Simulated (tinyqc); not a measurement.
# A barrier in a uniform field, exact transmission by Airy functions: effect of the emitter mass

The left lead has its band edge at 0, the barrier edge falls as U(x) = U0 - F x with F = V/d for 0 < x < d, and the right lead has its edge at -V. No transverse momentum; C = hbar^2/(2 m0); psi and psi'/m are continuous. M carries (psi, psi'/m) across the barrier.

Energy scale e = (C F^2/m1)^(1/3), z(x) = (U(x) - E)/e, s = (dz/dx)/m1 = -F/(e m1); v = k/m in a lead. With a = Ai, a' = Ai', b = Bi, b' = Bi' at z1 (left edge) and z2 (right edge): M11 = pi (a2 b1' - b2 a1'), M12 = (pi/s)(b2 a1 - a2 b1), M21 = pi s (a2' b1' - b2' a1'), M22 = pi (b2' a1 - a2' b1). With M acting on (psi, psi'/m) and v = k/m in each lead, T(E) = 4 vL vR/[(vL vR M12 - M21)^2 + (vR M11 + vL M22)^2]. WKB: exp(-S), S = (4/(3 F)) sqrt(m1/C) [max(U0 - E, 0)^1.5 - max(U0 - F d - E, 0)^1.5].

Parameters, values chosen for the exercise; U0 - E and the mass are of the order of those of silicon dioxide on silicon; the mass of the right lead is set freely:

| symbol | value | unit | meaning |
|---|---|---|---|
| U0 | 3.58 | eV | barrier edge at x = 0 |
| m1 | 0.49 | m0 | mass in the barrier |
| E | 0.6 | eV | electron energy |
| d | 0.8 | nm | barrier width |
| V | 5.4 | V | voltage across the barrier |
| mR | 0.63 | m0 | mass in the right lead |

Constants: q = 1.602176634e-19 C, hbar = 1.054571817e-34 J s, m0 = 9.1093837015e-31 kg, hbar^2/(2 m0) = 0.0380998212 eV nm^2. Results are converted to the units shown.

The same in every row: exp(-S) = 0.02614.

Effect of the emitter mass:
```
mL (m0)  vL (1/nm)  T(E), exact   ratio
0.13         11.01      0.04085   1.562
0.22         8.461      0.03951   1.511
0.37         6.524      0.03594   1.375
0.61         5.081      0.03126   1.196
1            3.968      0.02628   1.005
1.7          3.044      0.02121  0.8113
2.8          2.372      0.01704  0.6517
```

What does the comparison show?

WKB does not see the lead: exp(-S) stays at 0.0261. The ratio of exact to WKB falls from 1.56 to 0.652; K/m1 at the left edge is 12.6 1/nm, and vL passes from 11.0 to 2.37 1/nm. In every row the field exceeds 10 MV/cm (up to 67.5), more than most dielectrics sustain; the model ignores breakdown.

Range of the model: Masses are held fixed, although real bands cease to be parabolic a few tenths of an eV from their edges.

Program tinyqc, `OMP_NUM_THREADS=1 python tinyqc.py 2580105 2580106 out.jsonl`; Intel Xeon 2.30GHz, shared host, one thread, about 0.01 s.
